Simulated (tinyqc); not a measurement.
Choosing the offset: vacuum evaporation: vapour pressure, source flux, thickness distribution, purity and step coverage. Computed by tinyqc, a small Python program. Command: `OMP_NUM_THREADS=1 python tinyqc.py 3113368 3113369 out.jsonl evap walk`. One thread of a shared host (Intel(R) Xeon(R) Processor @ 2.30GHz), about 0.01 s of CPU time with the checks.

Molecular flow, unit sticking of the metal, no re-evaporation. The background gas is taken as water vapour (18.015 g/mol, collision diameter 0.37 nm) at 300 K.

Inputs (values chosen for the exercise, modelled on nickel, with constants for the liquid): directionality n = 1; source-to-wafer distance h = 44 cm; wafer radius R = 15 cm.

Method. Rotating wafer, source offset by s and facing upwards: thickness at radius r is the mean over the angle a of (1 + (r^2 + s^2 - 2 r s cos a)/h^2)^(-(n + 3)/2), by 360 equal steps; non-uniformity (max - min)/(max + min) over 21 radii from 0 to R. The curvature at the centre vanishes at s/h = sqrt(2/(n + 3)).

Against the offset:

| s/h | centre thickness | edge over centre | non-uniformity (%) |
|---|---|---|---|
| 0.0 | 1.0000 | 0.8026 | 10.951 |
| 0.2 | 0.9246 | 0.8262 | 9.514 |
| 0.4 | 0.7432 | 0.8862 | 6.035 |
| 0.5 | 0.6400 | 0.9218 | 4.067 |
| 0.6 | 0.5407 | 0.9568 | 2.207 |
| 0.7 | 0.4504 | 0.9885 | 0.578 |
| 0.8 | 0.3718 | 1.0153 | 0.761 |
| 0.9 | 0.3052 | 1.0367 | 1.803 |
| 1.1 | 0.2047 | 1.0641 | 3.106 |

What follows from these numbers?

The best row, s/h = 0.7, has 0.58 % against 11 % on the axis, at the price of a rate lower by a factor 2.22; the small-wafer optimum is sqrt(2/(n + 3)) = 0.71.

Extremes, crossings and ranges named in words are read from the listed rows.
